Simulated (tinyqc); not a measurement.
Inside a calculation. Method: plane-wave Kohn-Sham cycle with exchange-only LDA in a layered model solid. Computed by tinyqc, a small Python program that keeps every step. Settings: points = 16, plane-wave index or count = 3, electrons = 2, k points = 4, area = 37.0, mixing = 0.1, iteration cap = 59. Command: `OMP_NUM_THREADS=1 python tinyqc.py 28507 28508 out.jsonl` (the two numbers bound the seeds that draw the settings). One thread of a shared host (Intel(R) Xeon(R) Processor @ 2.60GHz), about 0.04 s of CPU time with the checks. Later iterations appear only in the table of the cycle.

## Iteration 1: potential

A solid whose potential varies along x alone (atomic units):
```
parameter                      value
period a                   13.900000
cross-section of the cell  37.000000
electrons per cell                 2
grid points                       16
plane waves -n..n, n               3
k points                           4
V1 in V1 cos(2 pi x/a)     -0.100000
```

density at the start, on the grid x_j = j a/N (e/bohr^3): [0.00388878, 0.00388878, 0.00388878, 0.00388878, 0.00388878, 0.00388878, 0.00388878, 0.00388878, 0.00388878, 0.00388878, 0.00388878, 0.00388878, 0.00388878, 0.00388878, 0.00388878, 0.00388878]

V_H(G) = 4 pi rho(G)/G^2 for G != 0 (uniform background); v_x = -(3 rho/pi)^(1/3); V = V_ext + V_H + v_x; Fourier components f(G_m) = (1/N) sum_j f(x_j) exp(-i G_m x_j).

Potentials on the grid (hartree):
```
x              V_ext       V_H        v_x          V
0.000000   -0.100000  0.000000  -0.154856  -0.254856
0.868750   -0.092388  0.000000  -0.154856  -0.247244
1.737500   -0.070711  0.000000  -0.154856  -0.225567
2.606250   -0.038268  0.000000  -0.154856  -0.193124
3.475000           0  0.000000  -0.154856  -0.154856
4.343750    0.038268  0.000000  -0.154856  -0.116588
5.212500    0.070711  0.000000  -0.154856  -0.084145
6.081250    0.092388  0.000000  -0.154856  -0.062468
6.950000    0.100000  0.000000  -0.154856  -0.054856
7.818750    0.092388  0.000000  -0.154856  -0.062468
8.687500    0.070711  0.000000  -0.154856  -0.084145
9.556250    0.038268  0.000000  -0.154856  -0.116588
10.425000          0  0.000000  -0.154856  -0.154856
11.293750  -0.038268  0.000000  -0.154856  -0.193124
12.162500  -0.070711  0.000000  -0.154856  -0.225567
13.031250  -0.092388  0.000000  -0.154856  -0.247244
```

V(G_m), m = 0, 1, 2, ... (hartree): [-0.154856, -0.050000, 0.000000, 0.000000, 0.000000, 0.000000, 0.000000]

## Iteration 1: Hamiltonian at one k

k = 0.125000 2 pi / a

H(m,m') = (k + G_m)^2/2 delta + V(G_m - G_m'), with V(-G) = V(G).

H (hartree), order -3, -2, -1, +0, +1, +2, +3:
```
[[0.689598, -0.050000, 0.000000, 0.000000, 0.000000, 0.000000, 0.000000],
 [-0.050000, 0.204316, -0.050000, 0.000000, 0.000000, 0.000000, 0.000000],
 [0.000000, -0.050000, -0.076636, -0.050000, 0.000000, 0.000000, 0.000000],
 [0.000000, 0.000000, -0.050000, -0.153260, -0.050000, 0.000000, 0.000000],
 [0.000000, 0.000000, 0.000000, -0.050000, -0.025554, -0.050000, 0.000000],
 [0.000000, 0.000000, 0.000000, 0.000000, -0.050000, 0.306481, -0.050000],
 [0.000000, 0.000000, 0.000000, 0.000000, 0.000000, -0.050000, 0.842844]]
```

## Iteration 1: levels at that k

Diagonalise the Hermitian matrix.

eigenvalues (hartree): [-0.191758, -0.069357, -0.010826, 0.208128, 0.309383, 0.694729, 0.847490]

## Iteration 1: new density

Motion across x is left out: the lowest 1 band(s) hold two electrons at each of the k points (j + 1/2)/nk - 1/2. Residual R = rho(out) - rho(in); rho(new) = rho(in) + 0.1 R. rho(out) = 2/(a A nk) sum |psi|^2 with psi = sum c exp(i G x). Harris energy E = band energy - dV sum rho (V_H/2 + v_x) + (3/4) dV sum rho v_x with rho(in), dV = a A/N, band energy = (2/nk) sum of the filled levels.

rho(out) (e/bohr^3): [0.01055236, 0.00958254, 0.00720537, 0.00454370, 0.00245729, 0.00117856, 0.00052841, 0.00025033, 0.00017576, 0.00025033, 0.00052841, 0.00117856, 0.00245729, 0.00454370, 0.00720537, 0.00958254]

density after iteration 1 (e/bohr^3): [0.00455514, 0.00445816, 0.00422044, 0.00395427, 0.00374563, 0.00361776, 0.00355274, 0.00352494, 0.00351748, 0.00352494, 0.00355274, 0.00361776, 0.00374563, 0.00395427, 0.00422044, 0.00445816]

energy per cell = -0.30377018 hartree

## Iteration 2: potential

As before.

Potentials on the grid (hartree):
```
x              V_ext        V_H        v_x          V
0.000000   -0.100000   0.032874  -0.163239  -0.230365
0.868750   -0.092388   0.029794  -0.162072  -0.224667
1.737500   -0.070711   0.021426  -0.159139  -0.208423
2.606250   -0.038268   0.009935  -0.155721  -0.184054
3.475000           0  -0.002226  -0.152932  -0.155158
4.343750    0.038268  -0.013095  -0.151172  -0.125998
5.212500    0.070711  -0.021443  -0.150261  -0.100993
6.081250    0.092388  -0.026633  -0.149868  -0.084113
6.950000    0.100000  -0.028388  -0.149762  -0.078150
7.818750    0.092388  -0.026633  -0.149868  -0.084113
8.687500    0.070711  -0.021443  -0.150261  -0.100993
9.556250    0.038268  -0.013095  -0.151172  -0.125998
10.425000          0  -0.002226  -0.152932  -0.155158
11.293750  -0.038268   0.009935  -0.155721  -0.184054
12.162500  -0.070711   0.021426  -0.159139  -0.208423
13.031250  -0.092388   0.029794  -0.162072  -0.224667
```

V(G_m), m = 0, 1, 2, ... (hartree): [-0.154708, -0.038018, 0.000225, -0.000037, 0.000000, 0.000001, 0.000000]

## Iteration 2: Hamiltonian at one k

k = 0.125000 2 pi / a

As before.

H (hartree), order -3, -2, -1, +0, +1, +2, +3:
```
[[0.689746, -0.038018, 0.000225, -0.000037, 0.000000, 0.000001, 0.000000],
 [-0.038018, 0.204464, -0.038018, 0.000225, -0.000037, 0.000000, 0.000001],
 [0.000225, -0.038018, -0.076488, -0.038018, 0.000225, -0.000037, 0.000000],
 [-0.000037, 0.000225, -0.038018, -0.153112, -0.038018, 0.000225, -0.000037],
 [0.000000, -0.000037, 0.000225, -0.038018, -0.025406, -0.038018, 0.000225],
 [0.000001, 0.000000, -0.000037, 0.000225, -0.038018, 0.306629, -0.038018],
 [0.000000, 0.000001, 0.000000, -0.000037, 0.000225, -0.038018, 0.842992]]
```

## Iteration 2: levels at that k

As before.

eigenvalues (hartree): [-0.177585, -0.069790, -0.017155, 0.206654, 0.308299, 0.692719, 0.845684]

## Iteration 2: new density

As before.

rho(out) (e/bohr^3): [0.00965942, 0.00889829, 0.00698198, 0.00471946, 0.00280318, 0.00150872, 0.00077560, 0.00042865, 0.00032932, 0.00042865, 0.00077560, 0.00150872, 0.00280318, 0.00471946, 0.00698198, 0.00889829]

density after iteration 2 (e/bohr^3): [0.00506557, 0.00490217, 0.00449659, 0.00403079, 0.00365139, 0.00340685, 0.00327503, 0.00321531, 0.00319866, 0.00321531, 0.00327503, 0.00340685, 0.00365139, 0.00403079, 0.00449659, 0.00490217]

energy per cell = -0.27586296 hartree

## Convergence

Stop when sqrt(dV sum R^2) is below 1e-8, dV = a A/N.

Course of the cycle:
```
iteration  E (hartree)  norm of the residual
1          -0.30377018              8.29e-02
2          -0.27586296              6.64e-02
3          -0.25774055              5.06e-02
4          -0.24728664              3.60e-02
5          -0.24213926              2.34e-02
6          -0.24005684              1.39e-02
7          -0.23937522              7.89e-03
8          -0.23918911              4.82e-03
9          -0.23914345              3.53e-03
10         -0.23913216              2.97e-03
11         -0.23912878              2.63e-03
...                ...                   ...
49         -0.23912281              4.18e-05
50         -0.23912281              3.75e-05
51         -0.23912281              3.36e-05
52         -0.23912281              3.01e-05
53         -0.23912281              2.70e-05
54         -0.23912281              2.42e-05
55         -0.23912281              2.17e-05
56         -0.23912281              1.95e-05
57         -0.23912281              1.75e-05
58         -0.23912281              1.57e-05
59         -0.23912281              1.41e-05
```

Not converged within 59 iterations: the residual falls steadily but slowly, by a factor of about 0.90 a step. Reruns (cap 100 unless said): mixing 0.5, Kerker q0 1.0: converged in 61 (E = -0.23912); mixing 0.3, Pulay depth 5: converged in 11 (E = -0.23912); the original settings with a cap of 400: converged in 126 (E = -0.23912).
